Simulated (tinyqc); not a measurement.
Liquidus of a compound AB in a simple-solution melt, liquid-phase epitaxy and vapour pressures: one step, computed by the program tinyqc. Command: `OMP_NUM_THREADS=1 python tinyqc.py 3004666 3004667 out.jsonl liq35 walk`. One thread of a shared host (Intel(R) Xeon(R) Processor @ 2.30GHz), about 0.03 s of CPU time with the checks.

x is the atom fraction of B in the melt. The melt is a simple solution: R T ln gamma_B = W (1 - x)^2, R T ln gamma_A = W x^2, W = a + b T. The solid AB is stoichiometric.

Problem. Slope of the liquidus. Liquidus (Vieland): f(x) = R T ln[4 x (1 - x)] + 2 W (1/2 - x)^2 + S_F (T_F - T) = 0. dx/dT = -(df/dT)/f', df/dT = R ln[4 x (1 - x)] + 2 b (1/2 - x)^2 - S_F, f' = (1 - 2x)[R T/(x (1 - x)) - 2 W]. Concentrations: C_L = x N_A/V_L in the melt, C_S = 4/a0^3 in the solid; m = dT/dC_L.

Inputs (values chosen for the exercise, for a model compound):
```
quantity                      value       unit
entropy of fusion S_F          62.4  J/(mol K)
interaction slope b           -27.7  J/(mol K)
saturation temperature T        778          K
molar volume of the melt V_L     12   cm^3/mol
lattice constant a0           6.096   angstrom
```

solubility x = 0.04469303

W = -0.7506 kJ/mol

Constants: R = 8.314462618 J/(mol K); N_A = 6.02214076e+23 1/mol; k_B = 8.617333262e-05 eV/K.

Give: dx/dT; C_L; C_S; slope m; apparent heat of solution k_B T^2 d ln x/dT.

Solution.

dx/dT = 6.357e-04 1/K

C_L = 2.243e+21 1/cm^3

C_S = 1.766e+22 1/cm^3

slope m = 3.134e-20 K cm^3

apparent heat of solution k_B T^2 d ln x/dT = 0.7420 eV
